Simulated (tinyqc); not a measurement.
What moves the results: thin (001) film in sp3s* tight binding with raised dangling bonds. A value that a table varies takes the place of the one given here.

Planes alternate anion (a), cation (c) along [001], a/4 apart, starting with an anion; zero in-plane momentum; levels counted from the bulk Ev, the lower root of [[Epa, Vxx], [Vxx, Epc]]; no spin-orbit coupling. Block of s, pz, s*: from an anion to the cation above, Vss/2 (s,s), Vsapc/2 (s,z), -Vscpa/2 (z,s), Vxx/2 (z,z), Vxapc/2 (s*,z), -Vpaxc/2 (z,s*); to the cation below the same with the s-z and s*-z signs reversed. Block of u = (px + py)/sqrt2 and v = (px - py)/sqrt2: to the cation above (Vxx + Vxy)/2 for u and (Vxx - Vxy)/2 for v, to the cation below the reverse. Each surface atom has two dangling sp3 hybrids; raising both by dl adds (dl/2) [[1, t], [t, 1]] to its s, pz levels (t = -1 at the bottom face, +1 at the top) and dl to the one of u, v in whose plane the missing bonds lie (v for a bottom anion or a top cation, u for a top anion).

Parameters, chosen for this exercise (near a published set for InAs, fitted to gaps, whose masses and valley positions are rough; the results hold for these values, not for the real material):
- p = (-9.565, 0.904, -2.706, 3.747, 7.373, 6.729, -5.581, 1.833, 4.468, 3.046, 5.468, 3.373, 3.881) eV (order Esa, Epa, Esc, Epc, Exa, Exc, Vss, Vxx, Vxy, Vsapc, Vscpa, Vxapc, Vpaxc)
- Nw = 30 (planes in the thicker film)
- a = 6.057 angstrom (lattice constant)
- dp = 30 eV (value of dl for the passivated films)
- Ns = (9, 10, 14, 16, 28, 36, 43, 67) (numbers of planes)

## States in the gap of a film

edges (eV): Gamma 0.40910, Delta 2.28501

Levels between 0 and the lower bulk edge, the largest weight on the two outer planes of both faces among them, and the nearest levels outside, for several shifts dl.

Film of Nw planes:
```
dl (eV)  levels in the gap  at (eV)  surface weight  next above (eV)  next below (eV)
0                        1    0.327            0.23           0.8416          -0.0314
1                        0        -               -           0.4335          -0.0277
2                        1    0.075            0.20           0.5140          -0.0314
3                        1    0.174            0.20           0.5779          -0.0314
5                        1    0.321            0.17           0.6774          -0.0314
10                       0        -               -           0.4496          -0.0314
30                       0        -               -           0.5174          -0.0314
100                      0        -               -           0.5371          -0.0314
```

Can the levels of the bare film be read as confined subbands?

No: with bare surfaces (dl = 0) 1 level lies in the bulk gap, with up to 23 % of the weight on the four outer planes, two a face, where an even spread gives 13 %: a state drawn out of a band edge by the surface, no confined subband, which would lie outside the bulk gap. The reruns show the bulk gap clear from dl = 10 eV on, and at dl = 30 eV the next level above lies -19.7 meV from its value at 100 eV. At dl = 1 and 10 eV the next level above is more than 20 meV from its value at 100 eV, so the surface still acts on it. It is also clear at dl = 1 eV, between two surface states passing through.

## Gap against thickness

Passivated films (finite dp, so levels can still be some meV from their limit), thickness N a/4. Highest level below mid-gap (either block) and the two lowest above it. The exponents are -d ln(shift)/d ln N between the sixth and the last film, for the valence level and for the lowest conduction level.

Levels (eV):
```
N   thickness (angstrom)      Ev1     Ec1     Ec2     gap
9                  13.63  -0.2633  0.7409  1.9229  1.0042
10                 15.14  -0.1898  0.7653  1.8073  0.9552
14                 21.20  -0.1137  0.6599  1.4581  0.7736
16                 24.23  -0.0918  0.6266  1.3330  0.7184
28                 42.40  -0.0354  0.5263  0.9204  0.5617
36                 54.51  -0.0226  0.4967  0.7905  0.5193
43                 65.11  -0.0171  0.4686  0.6994  0.4857
67                101.45  -0.0073  0.4440  0.5705  0.4513
```

exponents: valence 1.81, conduction 1.48

The gap is 1.004 eV at 13.6 angstrom and 0.451 eV at 101.5, against 0.409 eV in the bulk along this line. At 16 planes the conduction side gives 217 meV of the widening and the valence side 92 meV. A hard-walled parabolic band has exponent 2; departures come from the offset between N a/4 and the effective width, from non-parabolicity and from the termination (odd and even N end differently: in the direction of the bond rows at the two faces and, in a compound, in the kind of atom), which also makes single steps in N uneven. Ec1 is the Gamma subband.

## What each change does

A film of Nw planes with shift dp: highest level below mid-gap (half the lower bulk edge) and the two lowest above. Each row changes one parameter from the base and keeps the others.

Results:
```
case        Ev1 (eV)  Ec1 (eV)  Ec2 (eV)
base         -0.0314    0.5174    0.8816
Nw = 34      -0.0250    0.5028    0.8173
dp = 60 eV   -0.0314    0.5317    0.8997
```

The largest shifts from the base row, up to three for each result and ties (the steps differ in size, so this ranks the rows, not the parameters). Ev1 (eV): Nw +0.0063; unchanged at the printed digits by dp. Ec1 (eV): Nw -0.0146, dp +0.0143. Ec2 (eV): Nw -0.0643, dp +0.0181. An odd change of Nw also changes which atoms end the film, so levels need not move as thickness alone would move them; the row for dp shows how far the passivation is from converged.

Program tinyqc; command `OMP_NUM_THREADS=1 python tinyqc.py 1451593 1451594 out.jsonl`; about 0.4 s on one thread of a shared Intel(R) Xeon(R) Processor @ 2.30GHz.
